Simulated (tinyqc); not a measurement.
Hydrogen passivation of interface dangling bonds: competing passivation and dissociation with distributed barriers: one step, computed by the program tinyqc. Command: `OMP_NUM_THREADS=1 python tinyqc.py 3004160 3004161 out.jsonl passiv walk`. One thread of a shared host (Intel(R) Xeon(R) Processor @ 2.30GHz), about 0.02 s of CPU time with the checks.

P_b + H2 gives P_bH + H at the rate k_f [H2]; P_bH gives P_b + H at the rate k_d. All defects start unpassivated. E_f and E_d are Gaussian and independent.

Task: Distributed barriers. [H2] = solubility factor x p; a = k_f0 [H2] exp(-E_f/(k_B T)), d = k_d0 exp(-E_d/(k_B T)). For one pair of barriers the active share is y = [d + a exp(-(a + d) t)]/(a + d). Temperatures in kelvin are T(C) + 273.15. Average y over both Gaussians with 40 x 40 Gauss-Hermite points. Active density N0 y; threshold shift if each active defect holds one charge, e N0 y t_ox/(3.9 eps_0).

Inputs (values chosen for the exercise, close to those used for P_b centres at the silicon-oxide interface):

| quantity | value | unit |
|---|---|---|
| defect density N0 | 2.9e+12 | 1/cm^2 |
| passivation prefactor k_f0 | 1.1e-07 | cm^3/s |
| mean passivation barrier E_f | 1.7 | eV |
| spread sigma_f | 0.12 | eV |
| dissociation prefactor k_d0 | 8.8e+12 | 1/s |
| mean dissociation barrier E_d | 2.85 | eV |
| spread sigma_d | 0.074 | eV |
| H2 in the oxide per atm, solubility factor | 8.6e+17 | 1/(cm^3 atm) |
| hydrogen pressure p | 10 | atm |
| anneal temperature T | 650 | C |
| anneal time t | 190 | s |
| oxide thickness | 6.9 | nm |

Constants: k_B = 8.617333262e-05 eV/K; e = 1.602176634e-19 C; eps_0 = 8.8541878128e-12 F/m.

Give: active share y; active density; threshold shift.

Result:

active share y = 2.3558e-05

active density = 6.8319e+07 1/cm^2

threshold shift = 0.021872 mV

Caution: densities below a few 1e9 per cm^2 are formal: other defects set the floor in real interfaces.
